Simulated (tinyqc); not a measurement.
Changing the temperature T: single-domain magnet: Stoner-Wohlfarth switching, Neel-Arrhenius retention, LLG dynamics and spin torque. Computed by tinyqc, a small Python program. Command: `OMP_NUM_THREADS=1 python tinyqc.py 3029596 3029597 out.jsonl macro sweep`. One thread of a shared host (Intel(R) Xeon(R) Processor @ 2.30GHz), about 0.02 s of CPU time with the checks.

The moment is uniform, with unit vector m; z is the easy axis. mu_0 = 1.25663706212e-6 T m/A, gamma = 1.76085963023e11 rad/(s T).

Inputs (values chosen for the exercise, for a model magnet):
```
quantity                      value    unit
saturation magnetisation M_s    959    kA/m
diameter d                        8      nm
aspect ratio p                  3.2       -
bulk anisotropy K_u              54  kJ/m^3
exchange stiffness A             19    pJ/m
attempt frequency f0             10     GHz
waiting time t_w              0.001       s
damping alpha                 0.021       -
spin-torque efficiency eta     0.77       -
drive I/I_c0                    1.4       -
```

Shape: prolate spheroid, easy axis along it.

Constants: k_B = 1.380649e-23 J/K; e = 1.602176634e-19 C; hbar = 1.054571817e-34 J s.

Method:
- N_z = [p ln(p + sqrt(p^2 - 1))/sqrt(p^2 - 1) - 1]/(p^2 - 1); V = pi d^3 p/6; K_eff = K_u + K_shape, K_shape = -(mu_0 M_s^2/4)(3 N_z - 1); mu_0 H_K = 2 K_eff/M_s.
- Delta = K_eff V/(k_B T); tau = exp(Delta)/f0; probability of a flip within t_w: P = 1 - exp(-t_w/tau). Wall width parameter sqrt(A/K_eff); a two-domain state costs 4 sqrt(A K_eff) times the cross-section that the wall cuts (pi d^2/4).
- For axial symmetry and a polariser along z: I_c0 = (4 e alpha/(hbar eta)) K_eff V; relaxation time tau_D = (1 + alpha^2)/(alpha gamma mu_0 H_K); thermal start angle theta_0 = 1/sqrt(2 Delta); switching time about tau_D ln(pi/(2 theta_0))/(I/I_c0 - 1); precession frequency gamma mu_0 H_K/(2 pi (1 + alpha^2)).
- The polar equation dm_z/dt = -(1 - m_z^2)(i - m_z)/tau_D, i = I/I_c0, integrates to t = tau_D [F(cos theta_0) - F(0)], F(z) = -ln(1 - z)/(2 (i - 1)) + ln(1 + z)/(2 (i + 1)) + ln(i - z)/(i^2 - 1), theta_0 = 1/sqrt(2 Delta).

One run for each value:
```
temperature T (K)  stability factor Delta  log10 of tau in s  probability of a flip  time to m_z = 0 (ns)
200                                79.509             24.530             2.9500e-28                3.0671
240                                66.257             18.775             1.6782e-22                2.9524
280                                56.792             14.664             2.1657e-18                2.8556
320                                49.693             11.581             2.6221e-15                2.7718
400                                39.754              7.265             5.4314e-11                2.6322
440                                36.140              5.696             2.0159e-09                2.5726
480                                33.129              4.388             4.0966e-08                2.5183
520                                30.580              3.281             5.2380e-07                2.4685
```

Give the missing row, temperature T (K) = 360.

Computed row:
```
temperature T (K)  stability factor Delta  log10 of tau in s  probability of a flip  time to m_z = 0 (ns)
360                                44.171              9.183             6.5550e-13                2.6981
```

Interpolating between the two neighbouring rows (linearly) misses most in probability of a flip, by a factor of 41. Over the rows, stability factor Delta falls from 79.5 to 30.6 (exponent d ln y / d ln x about -1.0 throughout); log10 of tau in s falls from 24.5 to 3.28; probability of a flip rises from 2.95e-28 to 5.24e-7. The exponent of stability factor Delta stays at -1: Delta is a fixed barrier over k_B T. M_s and K are held fixed here; in a real magnet both fall with T, so retention drops faster.
